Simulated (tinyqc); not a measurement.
# A finite superlattice with mass mismatch, transfer matrices: transmission against energy

One electron of energy E comes from the left lead (band edge 0); no transverse momentum. Parabolic bands, masses in units of m0, C = hbar^2/(2 m0); psi and psi'/m are continuous at every interface. N periods of a barrier d1 followed by a well Lw; the right lead equals the left one.

For the pair (psi, psi'/m) a flat layer has M = [[cos kd, (m/k) sin kd], [-(k/m) sin kd, cos kd]] with k = sqrt(m (E - U)/C) above its edge U, and M = [[cosh Kd, (m/K) sinh Kd], [(K/m) sinh Kd, cosh Kd]] with K = sqrt(m (U - E)/C) below it. The matrices are multiplied with later layers to the left. With M acting on (psi, psi'/m) and v = k/m in each lead, T(E) = 4 vL vR/[(vL vR M12 - M21)^2 + (vR M11 + vL M22)^2]. The last column is exp(-2 sum K d) over the layers with U > E.

Values chosen for this exercise; masses and offsets of a made-up heterostructure:
```
symbol  value  unit                       meaning
mL      0.033    m0         mass in the left lead
U1        1.5    eV                barrier height
m1      0.085    m0                  barrier mass
d1        0.7    nm                 barrier width
Lw        3.2    nm  well width (edge 0, mass mL)
N           3                   number of periods
```

Constants: q = 1.602176634e-19 C, hbar = 1.054571817e-34 J s, m0 = 9.1093837015e-31 kg, hbar^2/(2 m0) = 0.0380998212 eV nm^2. Results are converted to the units shown.

Transmission against energy:
```
E (eV)	T(E)	exp(-2 sum K d)
0.12	9.8009e-4	6.3020e-4
0.355	0.42060	0.0012153
0.589	0.025273	0.0025096
0.824	0.011700	0.0057539
1.058	0.024169	0.015442
1.293	0.19413	0.057603
1.527	0.72039	1.0000
1.762	0.60826	1.0000
1.996	0.59487	1.0000
2.231	0.096509	1.0000
2.465	0.040996	1.0000
2.7	0.030925	1.0000
```

T(E) runs from 9.80e-4 at 0.12 eV to 0.0309 at 2.7 eV; among the rows its largest value is 0.720 at 1.527 eV. Below the barriers it exceeds exp(-2 sum K d) by up to a factor of 346 (at 0.355 eV), which marks a resonance or miniband close to that energy. In every row a layer is thinner than 0.8 nm, a few atomic planes, where an effective mass is a rough description.

Range of the model: Masses are held fixed, although real bands cease to be parabolic a few tenths of an eV from their edges (inside a barrier too).

Numbers from tinyqc (`OMP_NUM_THREADS=1 python tinyqc.py 2560033 2560034 out.jsonl`; about 0.01 s on one thread of a shared Intel Xeon 2.30GHz).
